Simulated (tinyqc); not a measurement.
# Reset of a mushroom phase-change cell, hemispherical electro-thermal model, step by step

Computed by the program tinyqc: `OMP_NUM_THREADS=1 python tinyqc.py 2490103 2490104 out.jsonl`, one thread of a shared Intel Xeon 2.30GHz, about 0.01 s for the whole run. Printed values are rounded.

Current spreads from a hemispherical contact of radius r0 into a large dome with constant rho and ka: j = I/(2 pi r^2). With s = r0/r the steady rise is T - T0 = c (b s - s^2), c = I^2 rho/(8 pi^2 ka r0^2). The heat lost through the heater, (T(r0) - T0)/Rh, fixes b = (2 + g)/(1 + g), g = 1/(2 pi ka r0 Rh).

Parameters, values chosen for the exercise; values of the order of Ge-Sb-Te and related chalcogenides: ambient temperature T0 = 300 K; melting point Tm = 881 K; radius of the heater contact r0 = 22 nm; resistivity of the hot chalcogenide rho = 6.2 mohm cm; its thermal conductivity ka = 0.78 W/(m K); thermal resistance of the path through the heater Rh = 10 K/uW; reset current I = 790 uA.

Range of the model: Constant properties, no latent heat, thermoelectric terms, boundary resistance or heating in the heater itself.

## Constants and melting current

The peak lies at s = b/2 with the rise c b^2/4; melting starts at the current where that equals Tm - T0, and the molten shell spans the roots of s^2 - b s + (Tm - T0)/c = 0 (s at most 1). Electrical resistance rho/(2 pi r0).

g = 0.927476
b = 1.51881
resistance = 0.448528 kohm
radius of the peak = 28.9700 nm
melting current = 695.958 uA
power at that current = 217.247 uW

## Temperature profile and molten shell

r, point 0 to 7 (nm): 22  25.3  29.7  35.2  44  57.2  77  110

As before.

c = 1298.12 K
T, point 0 to 7 (K): 973.484  1032.87  1048.17  1025.18  961.273  866.280  757.347  642.397
peak T = 1048.63 K
inner radius of the melt = 22 nm
outer radius of the melt = 54.9916 nm

The melt reaches the contact. In this hemispherical model any closed shell already blocks the current after the quench.
